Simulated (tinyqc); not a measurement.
Worked calculation: standing waves and exposure in a photoresist film. Values are carried at full precision from step to step, so a last printed digit may differ when a step is redone from the rounded ones.

Normal incidence from air. Unexposed resist: N1 = n1 + i k1 with k1 = (A + B) lam/(4 pi), lam in micrometres. r01 = (1 - N1)/(1 + N1), t01 = 2/(1 + N1). Substrate Ns = ns + i ks: r12 = (N1 - Ns)/(N1 + Ns). With p = exp(2 pi i N1 d/lam), the field at depth z is E(z) = t01 [exp(2 pi i N1 z/lam) + r12 p^2 exp(-2 pi i N1 z/lam)]/(1 + r01 r12 p^2), the relative intensity I(z) = n1 |E(z)|^2 and the reflectance R = |(r01 + r12 p^2)/(1 + r01 r12 p^2)|^2.

Values chosen for the exercise (a resist on W, indices near tabulated ones; the results hold for these values, not for the real material):
```
symbol  value  unit          meaning
lam     365    nm            vacuum wavelength
n1      1.689                resist index
A       0.38   1/micrometre  bleachable absorption (Dill A)
B       0.09   1/micrometre  fixed absorption (Dill B)
d       776    nm            resist thickness
ns      3.444                substrate n
ks      2.427                substrate k
C       0.012  cm^2/mJ       exposure rate (Dill C)
D       80     mJ/cm^2       incident dose
Ld      20     nm            diffusion length of the post-exposure bake
```

## Interface coefficients

Form N1, r01, t01 and r12.

N1 = 1.68900+0.01365i
r01 = -0.2562-0.0038i
t01 = 0.7438-0.0038i
r12 = -0.4612-0.2509i
|r12|^2 = 0.2756

Next to the bottom the intensity swings by a factor ((1 + |r12|)/(1 - |r12|))^2 = 10.3 between antinode and node.

## Round trip and reflectance

Form p^2, the denominator and R; the period of the standing wave is lam/(2 n1).

p^2 = 0.2888+0.6315i
1 + r01 r12 p^2 = 0.9922+0.0931i
R = 0.1897
period = 108.05 nm

The film holds 7.18 periods.

## Intensity and exposure over the lowest period

Nine depths from d - period to d. Without bleaching during the exposure the share of unexposed compound is m = exp(-C D I).

Profile:
```
z (nm)      I      m
667.9   0.256  0.782
681.5   0.197  0.827
695.0   0.524  0.605
708.5   1.043  0.367
722.0   1.448  0.249
735.5   1.500  0.237
749.0   1.167  0.326
762.5   0.642  0.540
776.0   0.231  0.801
```

I runs from 0.197 to 1.500 on these points, so m runs from 0.237 to 0.827; the least exposed point listed lies 94.5 nm above the bottom.

## Smoothing by the bake

Gaussian diffusion of length Ld multiplies a cosine of period L by exp(-2 pi^2 Ld^2/L^2). Give that factor, and the Ld that leaves 10 %.

factor = 0.509
Ld for 10 % = 36.90 nm

## Checks

- R against the transfer-matrix product: both 0.18973.
- Absorption (A + B) d times the mean of I against 1 - R - T: both 0.340.

tinyqc: `OMP_NUM_THREADS=1 python tinyqc.py 1650318 1650319 out.jsonl`; about 0.01 s, one thread, shared Intel(R) Xeon(R) Processor @ 2.30GHz.
